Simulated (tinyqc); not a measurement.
## Bandgap voltage reference from two bipolar transistors: output against temperature

Two transistors of area 1 and N carry the same current I. Is(T) = Is (T/T0)^eta exp[(Vg0 q/kB)(1/T0 - 1/T)], VBE1 = Vt ln(I/Is(T)) + I rb, VBE2 = Vt ln(I/(N Is(T))) + I rb/N. The amplifier forces I R1(T) = VBE1 - VBE2 + Vos, with R(T) = R (1 + tc (T - T0)) for both resistors, and the output is Vref = VBE1 + I R2(T). Base currents and the Early effect are neglected.

Vt = kB T/q; I = (Vt ln N + Vos)/(R1(T) - rb (1 - 1/N)).

Inputs (values chosen for the exercise); values of the order met in silicon bipolar transistors:
```
symbol,value,unit,meaning
T0,300,K,reference temperature
Vg0,1.185,V,band-gap voltage extrapolated to 0 K
eta,3.7,,temperature exponent of the saturation current
Is,1.8e-17,A,saturation current of the unit transistor at T0
N,10,,area ratio of the second transistor
R1,4.8,kohm,"resistor across which the difference of VBE falls, at T0"
tc,0,ppm/K,temperature coefficient of both resistors
Vos,-2.1,mV,offset of the amplifier
rb,0,ohm,series resistance of the unit transistor
R2,43.03,kohm,output resistor at T0
```

Constants: q = 1.602176634e-19 C, kB = 1.380649e-23 J/K. Results are converted to the units shown.

Result of one run:
```
I (uA)	VBE1 (V)	I R2 (V)	Vref (V)	Vref - Vref(T0) (mV)	dVref/dT (uV/K)
10.85	0.7530	0.4668	1.220	1.190	-32.94
```

Which temperature T gave this result: 273, 323, 348, 373 or 398 K?

T = 273 K.

The whole series:
```
T (K)	I (uA)	VBE1 (V)	I R2 (V)	Vref (V)	Vref - Vref(T0) (mV)	dVref/dT (uV/K)
218	8.574	0.8512	0.3689	1.220	1.616	19.45
233	9.194	0.8247	0.3956	1.220	1.790	3.949
253	10.02	0.7890	0.4312	1.220	1.674	-15.23
273	10.85	0.7530	0.4668	1.220	1.190	-32.94
298	11.88	0.7074	0.5112	1.219	0.1082	-53.34
323	12.91	0.6614	0.5557	1.217	-1.463	-72.09
348	13.95	0.6149	0.6002	1.215	-3.485	-89.44
373	14.98	0.5680	0.6447	1.213	-5.925	-105.6
398	16.01	0.5207	0.6891	1.210	-8.755	-120.7
423	17.05	0.4730	0.7336	1.207	-11.95	-134.9
```

VBE1 falls by 1.84 mV/K on average and I R2 rises by 1.78 mV/K. The slope of Vref vanishes at T = 237 K. Between 233 and 398 K Vref spans 10.6 mV, or 52.6 ppm/K by the box method (span over the average over T, over 165 K).

Program tinyqc, `OMP_NUM_THREADS=1 python tinyqc.py 2062172 2062173 out.jsonl`; Intel Xeon 2.30GHz, shared host, one thread, about 0.02 s.
